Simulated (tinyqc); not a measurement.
Charges from the flat band at three thicknesses.

Inverse problem. For a gate stack whose outer layer (permittivity e2) is made in three thicknesses t2, Vfb = V0 - (q/eps0) [Qb t2/e2 + r2 t2^2/(2 e2)], with Qb the sheet density of all charge below that layer and r2 the uniform density in it. Find V0, Qb and r2.

Inputs (values chosen for the exercise):

| symbol | value | unit | meaning |
|---|---|---|---|
| e2 | 22.8 |  | relative permittivity of layer 2 |

Constants: q = 1.602176634e-19 C, eps0 = 8.8541878128e-14 F/cm where lengths are in cm. Results are converted to the units shown.

t2 (nm): 1.9  4.6  7.3
Vfb (V): -0.029773872  -0.029398874  -0.013402543

Solution. A parabola through the three points gives the three coefficients.

V0 = -0.02067 V
Qb = 8.600e11 cm^-2
r2 = -2.700e18 cm^-3

Program tinyqc, `OMP_NUM_THREADS=1 python tinyqc.py 2010067 2010068 out.jsonl`; Intel Xeon 2.30GHz, shared host, one thread, about 0.01 s.
